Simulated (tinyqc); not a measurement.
From mu/mu_0 back to electric field F: hot carriers by balance equations with a heated Maxwellian. Computed by tinyqc, a small Python program. Command: `OMP_NUM_THREADS=1 python tinyqc.py 3021437 3021438 out.jsonl hot inv`. One thread of a shared host (Intel(R) Xeon(R) Processor @ 2.30GHz), about 0.1 s of CPU time with the checks.

The carriers follow a Maxwellian at an electron temperature T_e, slightly displaced; the drift energy is neglected against k_B T_e. The balance averages the rate, not the time, so mu_0 lies below the relaxation-time value.

Inputs (values chosen for the exercise, modelled on holes in germanium): effective mass m = 0.308 m_0; density rho = 5323 kg/m^3; sound velocity v_l = 5240 m/s; acoustic deformation potential D_A = 4.7 eV; phonon energy hbar w = 36.6 meV; optical or intervalley deformation potential D_o = 8.9 1e8 eV/cm; final valleys Z_f = 1; lattice temperature T = 200 K; mixing = 0.3; iteration cap = 300.

Band: parabolic. Solver: damped fixed point.

Constants: k_B = 8.617333262e-05 eV/K; k_B = 1.380649e-23 J/K; e = 1.602176634e-19 C; hbar = 1.054571817e-34 J s; m_0 = 9.1093837015e-31 kg; hbar = 6.582119569e-16 eV s.

Method:
- Parabolic band: E = hbar^2 k^2/(2 m), speed v = hbar k/m, states per spin, volume and energy g(E) = m k/(2 pi^2 hbar^2). Masses are multiplied by m_0 and all formulas are in SI units.
- Phonon occupation N_q = 1/(exp(hbar w/(k_B T)) - 1).
- Acoustic deformation potential (elastic, equipartition, absorption and emission together): 1/tau = 2 pi k_B T D_A^2 g(E)/(hbar rho v_l^2).
- Optical or intervalley deformation potential: 1/tau = (pi Z_f D_o^2/(rho w)) [N_q g(E + hbar w) + (N_q + 1) g(E - hbar w)], with g = 0 below the band edge.
- Averages over the Maxwellian, <y> = int y x^(1/2) exp(-x) dx / int x^(1/2) exp(-x) dx with x = E/(k_B T_e), split at x_0 = hbar w/(k_B T_e): 64 Gauss-Legendre points in sqrt(x) below it and 128 in sqrt(x - x_0) above it, up to x = 32. Momentum balance: mu(T_e) = e/(m nu), nu = <x (sum of rates)>/<x>. Power lost per carrier: P(T_e) = hbar w <emission rate - absorption rate> + <(2 m v_l^2/(k_B T)) (E - 2 k_B T) acoustic rate>.
- Energy relaxation time at weak heating: tau_E = (3/2) k_B / (dP/dT_e), the derivative by a central difference of +/- 0.5 K at T_e = T.
- Fixed point: T_out = T + (T_e - T) e mu(T_e) F^2/P(T_e), T_new = T_e + mixing (T_out - T_e).
- Start at T_e = 1.5 T; stop when T_e moves by less than 1e-6 K or exceeds 1e6 K.
- v = mu(T_e) F; warm-carrier coefficient (mu/mu_0 - 1)/F^2.

Question. A run gave the result below. Find the electric field F, known to lie between 0.84 and 1.5 kV/cm.

mu/mu_0 = 0.810321

Answer.

Each step takes the trial c = (a f_b - b f_a)/(f_b - f_a), f being the result less the target and a, b, c the logarithms of the listed values; c replaces end b, the old b replaces a if the sign of f changed, and otherwise f_a is halved.

Scan of the range:
```
electric field F (kV/cm)   mu/mu_0
0.840                     0.889419
0.925                     0.871990
1.020                     0.852415
1.120                     0.831920
1.240                     0.807728
1.360                     0.784180
1.500                     0.757706
```

False position (Illinois rule, in the logarithm of the input) inside the bracket:
```
step    end a    end b    trial   mu/mu_0
1     1.12000  1.24000  1.22655  0.810412
2     1.24000  1.22655  1.22700  0.810321
3     1.24000  1.22700  1.22700  0.810321
4     1.22700  1.22700  1.22700  0.810321
```

mu/mu_0 falls at every point of a 13-point scan of the range (every second point is shown), so one value fits; it is bracketed by 1.12 and 1.24. Answer: electric field F = 1.227 kV/cm.

Caution: the drift energy m v^2/2 is not small against the heating (3/2) k_B (T_e - T), so T_e - T is rough.
